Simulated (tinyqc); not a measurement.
Exchange splitting: exchange-split free-electron bands and tunnelling magnetoresistance.

Majority and minority bands E = c k^2/m -/+ Dx/2, c = hbar^2/2m0, so k_up = sqrt(m (EF + Dx/2)/c), k_dn = sqrt(m (EF - Dx/2)/c); n_s = k_s^3/(6 pi^2), D_s = m k_s/(4 pi^2 c).

Barrier: kappa = sqrt(mb phi/c), c = hbar^2/2m0. With a = k1/m, b = k2/m, w = kappa/mb, the transmission at normal incidence is T(k1, k2) = 4 a b w^2/[w^2 (a + b)^2 + (w^2 + a^2)(w^2 + b^2) sinh^2(kappa d)]. Parallel: G_P = T(up, up) + T(dn, dn); antiparallel: G_AP = 2 T(up, dn); TMR = (G_P - G_AP)/G_AP. Julliere: TMR = 2 P^2/(1 - P^2). Slonczewski factor: P_eff = P_k (w^2 - a_up a_dn)/(w^2 + a_up a_dn), P_k = (k_up - k_dn)/(k_up + k_dn).

Constants: hbar^2/2m0 = 3.80998211 eV angstrom^2.

Parameters, chosen for this exercise:
```
symbol  value  unit      meaning
EF      2.93   eV        Fermi energy above the mean band bottom
m       0.9    m0        mass in the electrodes
phi     2.88   eV        barrier height above EF
mb      0.68   m0        mass in the barrier
d       14     angstrom  barrier thickness
```

Dx takes the listed multiples of 2 EF.

Results:
```
Dx/(2 EF)    k_up    k_dn     P_k   P_eff  TMR (%)
0.10       0.8725  0.7893  0.0501  0.0067     0.01
0.20       0.9113  0.7441  0.1010  0.0142     0.04
0.35       0.9666  0.6707  0.1807  0.0294     0.17
0.50       1.0189  0.5883  0.2679  0.0538     0.58
0.65       1.0687  0.4922  0.3693  0.0970     1.90
0.80       1.1162  0.3721  0.5000  0.1844     7.04
0.90       1.1468  0.2631  0.6268  0.3122    21.60
0.97       1.1677  0.1441  0.7803  0.5346    80.03
```

What does the comparison show?

P_k rises from 0.050 to 0.780, and TMR goes from 0.01 % to 80.0 %, steadily. At Dx = 2 EF the minority band is empty (a half metal) and G_AP vanishes.

Computed by tinyqc, a small Python program: `OMP_NUM_THREADS=1 python tinyqc.py 1650427 1650428 out.jsonl` (the numbers bound the seed that draws the inputs); one thread of a shared host (Intel(R) Xeon(R) Processor @ 2.30GHz), about 0.01 s for the whole set of steps.
